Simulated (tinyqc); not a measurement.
Mass and g factor above the band edge: five-level k.p model folded onto the conduction band.

Second-order sums for the lowest conduction level at E: 1/m = 1 + Cm + (Ep/3)(2/E + 1/(E + Dso)) - (Ep2/3)(2/(E7 + D2 - E) + 1/(E7 - E)); g/2 = 1 + Cg - (Ep/3)(1/E - 1/(E + Dso)) - (Ep2/3)(1/(E7 - E) - 1/(E7 + D2 - E)). E is counted from the top of the valence band; E = Eg at the edge.

Inputs chosen for the exercise (near those of InSb; shifted at random, so the results belong to these values and not to a real crystal): Eg = 0.244 eV (gap at Gamma to the s-like level); Dso = 0.811 eV (spin-orbit splitting); Ep = 24 eV (Kane energy); E7 = 3.09 eV (upper Gamma7 conduction level, from the valence top); D2 = 0.3 eV (its spin-orbit splitting, Gamma8 above Gamma7); Ep2 = 5.9 eV (Kane energy to the upper levels); Cm = -1 (remote term in 1/m); Cg = 0 (remote term in g/2).

The sums are evaluated at E = Eg + dE, as is done for confined or hot electrons.

Results:
```
dE (meV)    m(E)     g(E)  m(E)/m(Eg)  1 + dE/Eg
0         0.0140  -48.540      1.0000     1.0000
6         0.0144  -47.052      1.0233     1.0246
15        0.0149  -44.956      1.0582     1.0615
29        0.0156  -41.982      1.1123     1.1189
44        0.0164  -39.133      1.1701     1.1803
59        0.0172  -36.580      1.2277     1.2418
88        0.0188  -32.334      1.3388     1.3607
```

What can be read from this table?

Over 88 meV the mass grows by 33.9 %, against 36.1 % for two levels alone, and g moves from -48.540 to -32.334, towards the free value 2.

Run: tinyqc, `OMP_NUM_THREADS=1 python tinyqc.py 1050340 1050341 out.jsonl`; Intel(R) Xeon(R) Processor @ 2.30GHz, one thread, shared host; about 0.01 s of CPU time with all checks.
